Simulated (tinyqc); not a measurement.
Reverse leakage of an n+-p junction: diffusion, generation, trap-assisted and band-to-band tunnelling: one step of the calculation.

One-sided abrupt junction in the depletion approximation, x from the junction (0) to W on the p side, field F = F0 (1 - x/W). Flat quasi-Fermi levels, long p side. Traps generate through SRH with both lifetimes shortened by 1 + Gamma (Hurkx enhancement, form for moderate fields); band-to-band generation is local and needs a total bending above Eg.

Task. Generation rates across the layer. u = (Vbi + VR)(1 - x/W)^2, p = Na exp(-u/Vt), n = Nd exp((u - Vbi - VR)/Vt); G0 = ni^2 (1 - exp(-VR/Vt))/(tau (n + p + 2 ni cosh(Et/Vt))); Gamma = 2 sqrt(3 pi)(F/FG) exp((F/FG)^2); trap-assisted part G0 Gamma; G_bb = Ab F^2.5 exp(-Bb/F) with F in V/cm, zero unless Vbi + VR > Eg, and counted as zero under 1 cm^-3 s^-1. 14 equal steps.

Parameters, values chosen for the exercise; band and dielectric values close to those of silicon:
```
symbol   value                 unit                                      meaning
T          300                    K                                  temperature
Eg         1.1                   eV                                     band gap
Na      5.9e17                cm^-3         acceptor density of the lighter side
Nd        5e19                cm^-3            donor density of the heavier side
tau       2e-6                    s  SRH lifetime of both carriers at zero field
Et       -0.06                   eV         trap level above the intrinsic level
Ab      4.7e14  cm^-0.5 V^-2.5 s^-1                       band-to-band prefactor
Bb      1.94e7                 V/cm                  band-to-band field constant
VR           2                    V                                 reverse bias
```

Constants: q = 1.602176634e-19 C, kB = 1.380649e-23 J/K, Vt = kB T/q. Results are converted to the units shown.

ni = 1.5607331e10 cm^-3
Vbi = 1.0168998 V
W = 82.009107 nm
F0 = 735.74750 kV/cm
FG = 368.84201 kV/cm

Find: x; F; Gamma; G0; G0 Gamma; G_bb.

Result.

```
point,x (nm),F (kV/cm),Gamma,G0 (cm^-3 s^-1),G0 Gamma (cm^-3 s^-1),G_bb (1e17 cm^-3 s^-1)
0,0.000,735.75,654.82,2.4359e6,1.5951e9,7.7189
1,5.858,683.19,351.47,2.2655e13,7.9624e15,0.8438
2,11.716,630.64,195.30,7.5888e14,1.4821e17,0.0648
3,17.573,578.09,112.24,7.5889e14,8.5175e16,0.0032
4,23.431,525.53,66.618,7.5889e14,5.0556e16,0.0001
5,29.289,472.98,40.768,7.5889e14,3.0938e16,0.0000
6,35.147,420.43,25.662,7.5889e14,1.9474e16,0.0000
7,41.005,367.87,16.559,7.5889e14,1.2567e16,0.0000
8,46.862,315.32,10.901,7.5752e14,8.2579e15,0.0000
9,52.720,262.77,7.2663,3.3556e14,2.4383e15,0.0000
10,58.578,210.21,4.8423,2.8212e12,1.3661e13,0.0000
11,64.436,157.66,3.1506,4.3850e10,1.3816e11,0.0000
12,70.294,105.11,1.8977,2.2341e9,4.2395e9,0.0000
13,76.151,52.55,0.89278,3.7442e8,3.3427e8,0.0000
14,82.009,0.00,0,2.0643e8,0,0.0000
```

Range of the model: The n+ side is degenerate, so Vbi from Boltzmann statistics is only a guide.

Program tinyqc, `OMP_NUM_THREADS=1 python tinyqc.py 2290137 2290138 out.jsonl`; Intel Xeon 2.30GHz, shared host, one thread, about 0.01 s.
